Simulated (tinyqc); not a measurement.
Inside a calculation (part 1 of 2). Method: MP2 on RHF in the 6-31g basis, for H4, spin multiplicity 1. Computed by tinyqc, a small Python program that keeps every step (integrals from PySCF). Settings: charge = 0, multiplicity = 1, basis = 6-31g, method = RHF, energy threshold = 1e-10, iteration cap = 58, orthogonalisation = canonical, start = Wolfsberg-Helmholz matrix, DIIS depth = 6. Command: `OMP_NUM_THREADS=1 python tinyqc.py 20089 20090 out.jsonl` (the two numbers bound the seeds that draw the settings). One thread of a shared host (Intel(R) Xeon(R) Processor @ 2.60GHz), about 0.1 s of CPU time with the checks. The early iterations of the SCF are left out here.

## One-electron integrals

Geometry (angstrom):
```
atom         x         y         z
H     0.000000  0.000000  0.000000
H     0.000000  0.000000  0.797000
H     0.000000  0.000000  1.844000
H     0.000000  0.000000  2.641000
```

Basis 6-31g: exponents (1/bohr^2) and contraction coefficients of normalised primitives:
```
element  l (shell)   exponent  coefficient
H            s (1)  18.731137     0.033495
H            s (1)   2.825394     0.234727
H            s (1)   0.640122     0.813757
H            s (2)   0.161278     1.000000
```

Overlap, kinetic and nuclear-attraction integrals over the contracted functions; the nuclear repulsion is the sum of Za Zb / Rab.

nuclear repulsion = 2.60766003 hartree

overlap S, lower triangle:
```
          1H 1s     1H 2s     2H 1s     2H 2s     3H 1s     3H 2s     4H 1s     4H 2s
1H 1s  1.000000
1H 2s  0.658292  1.000000
2H 1s  0.405482  0.488559  1.000000
2H 2s  0.488559  0.832836  0.658292  1.000000
3H 1s  0.014056  0.133830  0.224286  0.393558  1.000000
3H 2s  0.133830  0.375618  0.393558  0.729299  0.658292  1.000000
4H 1s  0.000229  0.025258  0.014056  0.133830  0.405482  0.488559  1.000000
4H 2s  0.025258  0.134185  0.133830  0.375618  0.488559  0.832836  0.658292  1.000000
```

kinetic energy T (hartree), lower triangle:
```
           1H 1s      1H 2s      2H 1s      2H 2s     3H 1s     3H 2s     4H 1s     4H 2s
1H 1s   1.395678
1H 2s   0.259735   0.241917
2H 1s   0.174032   0.154190   1.395678
2H 2s   0.154190   0.176908   0.259735   0.241917
3H 1s  -0.023137  -0.003281   0.007036   0.101738  1.395678
3H 2s  -0.003281   0.031550   0.101738   0.139300  0.259735  0.241917
4H 1s  -0.000954  -0.011554  -0.023137  -0.003281  0.174032  0.154190  1.395678
4H 2s  -0.011554  -0.011005  -0.003281   0.031550  0.154190  0.176908  0.259735  0.241917
```

nuclear attraction V (hartree), lower triangle:
```
           1H 1s      1H 2s      2H 1s      2H 2s      3H 1s      3H 2s      4H 1s      4H 2s
1H 1s  -2.797508
1H 2s  -1.478253  -1.640352
2H 1s  -1.143205  -1.235555  -3.102043
2H 2s  -1.146001  -1.498463  -1.675449  -1.888795
3H 1s  -0.038088  -0.333343  -0.609253  -0.993368  -3.102043
3H 2s  -0.324092  -0.715312  -0.993368  -1.403233  -1.675449  -1.888795
4H 1s  -0.000594  -0.061811  -0.038088  -0.324092  -1.143205  -1.146001  -2.797508
4H 2s  -0.061811  -0.258184  -0.333343  -0.715312  -1.235555  -1.498463  -1.478253  -1.640352
```

core Hamiltonian H = T + V (hartree), lower triangle:
```
           1H 1s      1H 2s      2H 1s      2H 2s      3H 1s      3H 2s      4H 1s      4H 2s
1H 1s  -1.401830
1H 2s  -1.218518  -1.398435
2H 1s  -0.969172  -1.081365  -1.706365
2H 2s  -0.991810  -1.321555  -1.415714  -1.646878
3H 1s  -0.061225  -0.336625  -0.602217  -0.891630  -1.706365
3H 2s  -0.327373  -0.683762  -0.891630  -1.263933  -1.415714  -1.646878
4H 1s  -0.001548  -0.073365  -0.061225  -0.327373  -0.969172  -0.991810  -1.401830
4H 2s  -0.073365  -0.269189  -0.336625  -0.683762  -1.081365  -1.321555  -1.218518  -1.398435
```

## Two-electron integrals

Functions are numbered as in S; the eight-fold symmetry (ij|kl) = (ji|kl) = (kl|ij) leaves the list below.

Two-electron integrals (ij|kl) in chemists' order, unique and non-zero (hartree):
```
(11|11) 1.076566   (21|11) 0.578470   (21|21) 0.329423   (22|11) 0.587396
(22|21) 0.361304   (22|22) 0.453150   (31|11) 0.355914   (31|21) 0.203510
(31|22) 0.223562   (31|31) 0.157474   (32|11) 0.321824   (32|21) 0.196167
(32|22) 0.238855   (32|31) 0.159191   (32|32) 0.180440   (33|11) 0.627111
(33|21) 0.390164   (33|22) 0.486092   (33|31) 0.355914   (33|32) 0.422014
(33|33) 1.076566   (41|11) 0.422014   (41|21) 0.241280   (41|22) 0.266295
(41|31) 0.159191   (41|32) 0.156829   (41|33) 0.321824   (41|41) 0.180440
(42|11) 0.465177   (42|21) 0.287917   (42|22) 0.366203   (42|31) 0.195377
(42|32) 0.219031   (42|33) 0.465177   (42|41) 0.219031   (42|42) 0.314312
(43|11) 0.390164   (43|21) 0.242310   (43|22) 0.305696   (43|31) 0.203510
(43|32) 0.241280   (43|33) 0.578470   (43|41) 0.196167   (43|42) 0.287917
(43|43) 0.329423   (44|11) 0.486092   (44|21) 0.305696   (44|22) 0.403463
(44|31) 0.223562   (44|32) 0.266295   (44|33) 0.587396   (44|41) 0.238855
(44|42) 0.366203   (44|43) 0.361304   (44|44) 0.453150   (51|11) 0.007836
(51|21) 0.004930   (51|22) 0.006371   (51|31) 0.004359   (51|32) 0.005389
(51|33) 0.013419   (51|41) 0.004055   (51|42) 0.006178   (51|43) 0.007520
(51|44) 0.008000   (51|51) 0.000177   (52|11) 0.047243   (52|21) 0.030890
(52|22) 0.044794   (52|31) 0.025466   (52|32) 0.035252   (52|33) 0.084571
(52|41) 0.025166   (52|42) 0.045286   (52|43) 0.051888   (52|44) 0.064086
(52|51) 0.001256   (52|52) 0.013272   (53|11) 0.090531   (53|21) 0.059031
(53|22) 0.083772   (53|31) 0.051383   (53|32) 0.070991   (53|33) 0.178420
(53|41) 0.048694   (53|42) 0.085074   (53|43) 0.104464   (53|44) 0.119059
(53|51) 0.002575   (53|52) 0.024022   (53|53) 0.046622   (54|11) 0.126183
(54|21) 0.082796   (54|22) 0.122092   (54|31) 0.066932   (54|32) 0.093798
(54|33) 0.222414   (54|41) 0.067145   (54|42) 0.123967   (54|43) 0.139096
(54|44) 0.178320   (54|51) 0.003369   (54|52) 0.038898   (54|53) 0.068022
(54|54) 0.116646   (55|11) 0.286962   (55|21) 0.188848   (55|22) 0.283929
(55|31) 0.149242   (55|32) 0.213001   (55|33) 0.498454   (55|41) 0.152322
(55|42) 0.291214   (55|43) 0.320590   (55|44) 0.431751   (55|51) 0.007836
(55|52) 0.107458   (55|53) 0.178420   (55|54) 0.335774   (55|55) 1.076566
(61|11) 0.107458   (61|21) 0.062457   (61|22) 0.070778   (61|31) 0.044840
(61|32) 0.046206   (61|33) 0.099385   (61|41) 0.047995   (61|42) 0.060782
(61|43) 0.059131   (61|44) 0.069031   (61|51) 0.001256   (61|52) 0.007859
(61|53) 0.015449   (61|54) 0.020899   (61|55) 0.047243   (61|61) 0.013272
(62|11) 0.172453   (62|21) 0.109101   (62|22) 0.146079   (62|31) 0.081184
(62|32) 0.098600   (62|33) 0.219525   (62|41) 0.085801   (62|42) 0.134640
(62|43) 0.135114   (62|44) 0.169702   (62|51) 0.003019   (62|52) 0.025068
(62|53) 0.046236   (62|54) 0.070278   (62|55) 0.172453   (62|61) 0.025068
(62|62) 0.063934   (63|11) 0.201085   (63|21) 0.127598   (63|22) 0.168636
(63|31) 0.109524   (63|32) 0.137374   (63|33) 0.335774   (63|41) 0.104319
(63|42) 0.163525   (63|43) 0.192519   (63|44) 0.213437   (63|51) 0.004507
(63|52) 0.034222   (63|53) 0.068022   (63|54) 0.093303   (63|55) 0.222414
(63|61) 0.032143   (63|62) 0.080883   (63|63) 0.116646   (64|11) 0.272748
(64|21) 0.175703   (64|22) 0.246545   (64|31) 0.134985   (64|32) 0.173363
(64|33) 0.393239   (64|41) 0.139998   (64|42) 0.236215   (64|43) 0.244422
(64|44) 0.313888   (64|51) 0.005592   (64|52) 0.052781   (64|53) 0.094134
(64|54) 0.152419   (64|55) 0.393239   (64|61) 0.041949   (64|62) 0.120452
(64|63) 0.152419   (64|64) 0.241020   (65|11) 0.188848   (65|21) 0.124179
(65|22) 0.185710   (65|31) 0.097796   (65|32) 0.137565   (65|33) 0.320590
(65|41) 0.100018   (65|42) 0.188484   (65|43) 0.204694   (65|44) 0.274784
(65|51) 0.004930   (65|52) 0.062457   (65|53) 0.104464   (65|54) 0.192519
(65|55) 0.578470   (65|61) 0.030890   (65|62) 0.109101   (65|63) 0.139096
(65|64) 0.244422   (65|65) 0.329423   (66|11) 0.283929   (66|21) 0.185710
(66|22) 0.273253   (66|31) 0.141829   (66|32) 0.190399   (66|33) 0.431751
(66|41) 0.148092   (66|42) 0.268056   (66|43) 0.274784   (66|44) 0.373435
(66|51) 0.006371   (66|52) 0.070778   (66|53) 0.119059   (66|54) 0.213437
(66|55) 0.587396   (66|61) 0.044794   (66|62) 0.146079   (66|63) 0.178320
(66|64) 0.313888   (66|65) 0.361304   (66|66) 0.453150   (71|11) 0.000092
(71|21) 0.000060   (71|22) 0.000085   (71|31) 0.000052   (71|32) 0.000071
(71|33) 0.000178   (71|41) 0.000049   (71|42) 0.000086   (71|43) 0.000105
(71|44) 0.000121   (71|51) 2.59e-06   (71|52) 0.000024   (71|53) 0.000047
(71|54) 0.000069   (71|55) 0.000178   (71|61) 0.000016   (71|62) 0.000047
(71|63) 0.000069   (71|64) 0.000096   (71|65) 0.000105   (71|66) 0.000121
(71|71) 4.73e-08   (72|11) 0.006271   (72|21) 0.004127   (72|22) 0.006230
(72|31) 0.003140   (72|32) 0.004364   (72|33) 0.009930   (72|41) 0.003291
(72|42) 0.006254   (72|43) 0.006453   (72|44) 0.009143   (72|51) 0.000153
(72|52) 0.002061   (72|53) 0.003265   (72|54) 0.006547   (72|55) 0.020079
(72|61) 0.001002   (72|62) 0.003649   (72|63) 0.004380   (72|64) 0.008437
(72|65) 0.011769   (72|66) 0.013405   (72|71) 3.29e-06   (72|72) 0.000465
(73|11) 0.004345   (73|21) 0.002857   (73|22) 0.004252   (73|31) 0.002309
(73|32) 0.003288   (73|33) 0.007836   (73|41) 0.002317   (73|42) 0.004357
(73|43) 0.004930   (73|44) 0.006371   (73|51) 0.000121   (73|52) 0.001485
(73|53) 0.002575   (73|54) 0.004507   (73|55) 0.013419   (73|61) 0.000724
(73|62) 0.002526   (73|63) 0.003369   (73|64) 0.005592   (73|65) 0.007520
(73|66) 0.008000   (73|71) 2.59e-06   (73|72) 0.000256   (73|73) 0.000177
(74|11) 0.030909   (74|21) 0.020345   (74|22) 0.030805   (74|31) 0.015228
(74|32) 0.020992   (74|33) 0.047243   (74|41) 0.016142   (74|42) 0.030690
(74|43) 0.030890   (74|44) 0.044794   (74|51) 0.000724   (74|52) 0.009986
(74|53) 0.015449   (74|54) 0.032143   (74|55) 0.099385   (74|61) 0.004878
(74|62) 0.017904   (74|63) 0.020899   (74|64) 0.041949   (74|65) 0.059131
(74|66) 0.069031   (74|71) 0.000016   (74|72) 0.002452   (74|73) 0.001256
(74|74) 0.013272   (75|11) 0.095943   (75|21) 0.063158   (75|22) 0.095720
(75|31) 0.047566   (75|32) 0.066051   (75|33) 0.149242   (75|41) 0.050210
(75|42) 0.096089   (75|43) 0.097796   (75|44) 0.141829   (75|51) 0.002309
(75|52) 0.033599   (75|53) 0.051383   (75|54) 0.109524   (75|55) 0.355914
(75|61) 0.015228   (75|62) 0.056917   (75|63) 0.066932   (75|64) 0.134985
(75|65) 0.203510   (75|66) 0.223562   (75|71) 0.000052   (75|72) 0.008356
(75|73) 0.004359   (75|74) 0.044840   (75|75) 0.157474   (76|11) 0.103713
(76|21) 0.068272   (76|22) 0.103574   (76|31) 0.050210   (76|32) 0.068451
(76|33) 0.152322   (76|41) 0.053871   (76|42) 0.102097   (76|43) 0.100018
(76|44) 0.148092   (76|51) 0.002317   (76|52) 0.032079   (76|53) 0.048694
(76|54) 0.104319   (76|55) 0.321824   (76|61) 0.016142   (76|62) 0.059192
(76|63) 0.067145   (76|64) 0.139998   (76|65) 0.196167   (76|66) 0.238855
(76|71) 0.000049   (76|72) 0.008604   (76|73) 0.004055   (76|74) 0.047995
(76|75) 0.159191   (76|76) 0.180440   (77|11) 0.200370   (77|21) 0.131902
(77|22) 0.200317   (77|31) 0.095943   (77|32) 0.129839   (77|33) 0.286962
(77|41) 0.103713   (77|42) 0.196152   (77|43) 0.188848   (77|44) 0.283929
(77|51) 0.004345   (77|52) 0.060882   (77|53) 0.090531   (77|54) 0.201085
(77|55) 0.627111   (77|61) 0.030909   (77|62) 0.113646   (77|63) 0.126183
(77|64) 0.272748   (77|65) 0.390164   (77|66) 0.486092   (77|71) 0.000092
(77|72) 0.018536   (77|73) 0.007836   (77|74) 0.107458   (77|75) 0.355914
(77|76) 0.422014   (77|77) 1.076566   (81|11) 0.018536   (81|21) 0.010983
(81|22) 0.012851   (81|31) 0.008356   (81|32) 0.009003   (81|33) 0.020079
(81|41) 0.008604   (81|42) 0.011406   (81|43) 0.011769   (81|44) 0.013405
(81|51) 0.000256   (81|52) 0.001646   (81|53) 0.003265   (81|54) 0.004380
(81|55) 0.009930   (81|61) 0.002452   (81|62) 0.004916   (81|63) 0.006547
(81|64) 0.008437   (81|65) 0.006453   (81|66) 0.009143   (81|71) 3.29e-06
(81|72) 0.000207   (81|73) 0.000153   (81|74) 0.001002   (81|75) 0.003140
(81|76) 0.003291   (81|77) 0.006271   (81|81) 0.000465   (82|11) 0.050183
(82|21) 0.032328   (82|22) 0.045362   (82|31) 0.024836   (82|32) 0.031897
(82|33) 0.072353   (82|41) 0.025759   (82|42) 0.043462   (82|43) 0.044972
(82|44) 0.057753   (82|51) 0.001029   (82|52) 0.009711   (82|53) 0.017320
(82|54) 0.028044   (82|55) 0.072353   (82|61) 0.007718   (82|62) 0.022162
(82|63) 0.028044   (82|64) 0.044346   (82|65) 0.044972   (82|66) 0.057753
(82|71) 0.000018   (82|72) 0.001552   (82|73) 0.001029   (82|74) 0.007718
(82|75) 0.024836   (82|76) 0.025759   (82|77) 0.050183   (82|81) 0.001552
(82|82) 0.008159   (83|11) 0.060882   (83|21) 0.039131   (83|22) 0.053446
(83|31) 0.033599   (83|32) 0.043772   (83|33) 0.107458   (83|41) 0.032079
(83|42) 0.052742   (83|43) 0.062457   (83|44) 0.070778   (83|51) 0.001485
(83|52) 0.012327   (83|53) 0.024022   (83|54) 0.034222   (83|55) 0.084571
(83|61) 0.009986   (83|62) 0.027093   (83|63) 0.038898   (83|64) 0.052781
(83|65) 0.051888   (83|66) 0.064086   (83|71) 0.000024   (83|72) 0.001646
(83|73) 0.001256   (83|74) 0.007859   (83|75) 0.025466   (83|76) 0.025166
(83|77) 0.047243   (83|81) 0.002061   (83|82) 0.009711   (83|83) 0.013272
(84|11) 0.113646   (84|21) 0.074143   (84|22) 0.108108   (84|31) 0.056917
(84|32) 0.075883   (84|33) 0.172453   (84|41) 0.059192   (84|42) 0.105754
(84|43) 0.109101   (84|44) 0.146079   (84|51) 0.002526   (84|52) 0.027093
(84|53) 0.046236   (84|54) 0.080883   (84|55) 0.219525   (84|61) 0.017904
(84|62) 0.056924   (84|63) 0.070278   (84|64) 0.120452   (84|65) 0.135114
(84|66) 0.169702   (84|71) 0.000047   (84|72) 0.004916   (84|73) 0.003019
(84|74) 0.025068   (84|75) 0.081184   (84|76) 0.085801   (84|77) 0.172453
(84|81) 0.003649   (84|82) 0.022162   (84|83) 0.025068   (84|84) 0.063934
(85|11) 0.129839   (85|21) 0.085433   (85|22) 0.128583   (85|31) 0.066051
(85|32) 0.092573   (85|33) 0.213001   (85|41) 0.068451   (85|42) 0.129995
(85|43) 0.137565   (85|44) 0.190399   (85|51) 0.003288   (85|52) 0.043772
(85|53) 0.070991   (85|54) 0.137374   (85|55) 0.422014   (85|61) 0.020992
(85|62) 0.075883   (85|63) 0.093798   (85|64) 0.173363   (85|65) 0.241280
(85|66) 0.266295   (85|71) 0.000071   (85|72) 0.009003   (85|73) 0.005389
(85|74) 0.046206   (85|75) 0.159191   (85|76) 0.156829   (85|77) 0.321824
(85|81) 0.004364   (85|82) 0.031897   (85|83) 0.035252   (85|84) 0.098600
(85|85) 0.180440   (86|11) 0.196152   (86|21) 0.128891   (86|22) 0.193367
(86|31) 0.096089   (86|32) 0.129995   (86|33) 0.291214   (86|41) 0.102097
(86|42) 0.189532   (86|43) 0.188484   (86|44) 0.268056   (86|51) 0.004357
(86|52) 0.052742   (86|53) 0.085074   (86|54) 0.163525   (86|55) 0.465177
(86|61) 0.030690   (86|62) 0.105754   (86|63) 0.123967   (86|64) 0.236215
(86|65) 0.287917   (86|66) 0.366203   (86|71) 0.000086   (86|72) 0.011406
(86|73) 0.006178   (86|74) 0.060782   (86|75) 0.195377   (86|76) 0.219031
(86|77) 0.465177   (86|81) 0.006254   (86|82) 0.043462   (86|83) 0.045286
(86|84) 0.134640   (86|85) 0.219031   (86|86) 0.314312   (87|11) 0.131902
(87|21) 0.086829   (87|22) 0.131817   (87|31) 0.063158   (87|32) 0.085433
(87|33) 0.188848   (87|41) 0.068272   (87|42) 0.128891   (87|43) 0.124179
(87|44) 0.185710   (87|51) 0.002857   (87|52) 0.039131   (87|53) 0.059031
(87|54) 0.127598   (87|55) 0.390164   (87|61) 0.020345   (87|62) 0.074143
(87|63) 0.082796   (87|64) 0.175703   (87|65) 0.242310   (87|66) 0.305696
(87|71) 0.000060   (87|72) 0.010983   (87|73) 0.004930   (87|74) 0.062457
(87|75) 0.203510   (87|76) 0.241280   (87|77) 0.578470   (87|81) 0.004127
(87|82) 0.032328   (87|83) 0.030890   (87|84) 0.109101   (87|85) 0.196167
(87|86) 0.287917   (87|87) 0.329423   (88|11) 0.200317   (88|21) 0.131817
(88|22) 0.199450   (88|31) 0.095720   (88|32) 0.128583   (88|33) 0.283929
(88|41) 0.103574   (88|42) 0.193367   (88|43) 0.185710   (88|44) 0.273253
(88|51) 0.004252   (88|52) 0.053446   (88|53) 0.083772   (88|54) 0.168636
(88|55) 0.486092   (88|61) 0.030805   (88|62) 0.108108   (88|63) 0.122092
(88|64) 0.246545   (88|65) 0.305696   (88|66) 0.403463   (88|71) 0.000085
(88|72) 0.012851   (88|73) 0.006371   (88|74) 0.070778   (88|75) 0.223562
(88|76) 0.266295   (88|77) 0.587396   (88|81) 0.006230   (88|82) 0.045362
(88|83) 0.044794   (88|84) 0.146079   (88|85) 0.238855   (88|86) 0.366203
(88|87) 0.361304   (88|88) 0.453150
```

## Orthogonalisation

S = U s U^T; canonical form X = U s^(-1/2), so that X^T S X = 1. Each column of U has its largest component positive (the first on a tie).

eigenvalues of S: 0.015825  0.101655  0.328812  0.495258  0.512439  0.761442  2.054925  3.729645

X:
```
               1          2          3          4          5          6          7         8
1H 1s   0.011983  -0.543651   0.891236   0.524986  -0.311613   0.600213   0.303322  0.125927
1H 2s  -2.454938   1.575871  -0.765832  -0.403673  -0.291577   0.231217   0.286108  0.183906
2H 1s  -0.608960   0.585469   0.047024   0.634540   0.890202  -0.461465   0.206135  0.166662
2H 2s   5.019709  -1.340483  -0.370961  -0.410332  -0.033861  -0.173155   0.164207  0.237919
3H 1s   0.608960   0.585469  -0.047024   0.634540  -0.890202  -0.461465  -0.206135  0.166662
3H 2s  -5.019709  -1.340483   0.370961  -0.410332   0.033861  -0.173155  -0.164207  0.237919
4H 1s  -0.011983  -0.543651  -0.891236   0.524986   0.311613   0.600213  -0.303322  0.125927
4H 2s   2.454938   1.575871   0.765832  -0.403673   0.291577   0.231217  -0.286108  0.183906
```

## Iteration 7 (converged): orbitals

converged F (hartree), lower triangle:
```
           1H 1s      1H 2s      2H 1s      2H 2s      3H 1s      3H 2s      4H 1s      4H 2s
1H 1s  -0.004899
1H 2s  -0.488153  -0.344429
2H 1s  -0.530849  -0.518590  -0.074234
2H 2s  -0.482644  -0.403173  -0.553728  -0.450426
3H 1s  -0.072513  -0.177801  -0.298539  -0.368132  -0.074234
3H 2s  -0.214971  -0.255541  -0.368132  -0.371143  -0.553728  -0.450426
4H 1s   0.020834  -0.045009  -0.072513  -0.214971  -0.530849  -0.482644  -0.004899
4H 2s  -0.045009  -0.113156  -0.177801  -0.255541  -0.518590  -0.403173  -0.488153  -0.344429
```

Diagonalise F' = X^T F X, C = X C', fill 2 alpha and 2 beta electrons from the bottom; D = 2 C_occ C_occ^T. Each column has its largest component positive (the first on a tie).

F' = X^T F X (hartree), lower triangle:
```
           1          2          3          4          5         6          7          8
1   0.892953
2   0.000000   0.980185
3  -0.080591   0.000000   1.048285
4   0.000000   0.078756   0.000000   0.769084
5  -0.458399   0.000000  -0.255380   0.000000   1.017587
6   0.000000  -0.495409   0.000000   0.051731   0.000000  0.525101
7  -0.042840   0.000000   0.074152   0.000000  -0.038989  0.000000  -0.482867
8   0.000000  -0.014601   0.000000  -0.196459   0.000000  0.010006   0.000000  -0.674692
```

orbital energies (hartree): MO1 -0.701182, MO2 -0.488775, MO3 0.195496, MO4 0.409310, MO5 0.804212, MO6 1.084353, MO7 1.301152, MO8 1.471071

coefficients C:
```
            MO1        MO2        MO3        MO4        MO5        MO6        MO7        MO8
1H 1s  0.186979   0.257049   0.137092   0.106395   0.590266  -0.766984  -0.738316   0.563821
1H 2s  0.122237   0.212941   1.102574  -2.118115  -0.368251  -0.550968   1.169352  -1.394551
2H 1s  0.255144   0.207494  -0.150113   0.180111   0.529177  -0.396441   0.786435  -0.987591
2H 2s  0.186225   0.372404  -0.801825   3.220807  -0.471109   2.795481  -1.073457   2.652586
3H 1s  0.255144  -0.207494  -0.150113  -0.180111   0.529177   0.396441   0.786435   0.987591
3H 2s  0.186225  -0.372404  -0.801825  -3.220807  -0.471109  -2.795481  -1.073457  -2.652586
4H 1s  0.186979  -0.257049   0.137092  -0.106395   0.590266   0.766984  -0.738316  -0.563821
4H 2s  0.122237  -0.212941   1.102574   2.118115  -0.368251   0.550968   1.169352   1.394551
```

D after iteration 7, lower triangle:
```
           1H 1s      1H 2s      2H 1s      2H 2s     3H 1s     3H 2s     4H 1s     4H 2s
1H 1s   0.202071
1H 2s   0.155184   0.120571
2H 1s   0.202086   0.150744   0.216304
2H 2s   0.261093   0.204127   0.249571   0.346728
3H 1s  -0.011259  -0.025992   0.044089  -0.059515  0.216304
3H 2s  -0.121812  -0.113073  -0.059515  -0.208010  0.249571  0.346728
4H 1s  -0.062226  -0.063761  -0.011259  -0.121812  0.202086  0.261093  0.202071
4H 2s  -0.063761  -0.060804  -0.025992  -0.113073  0.150744  0.204127  0.155184  0.120571
```
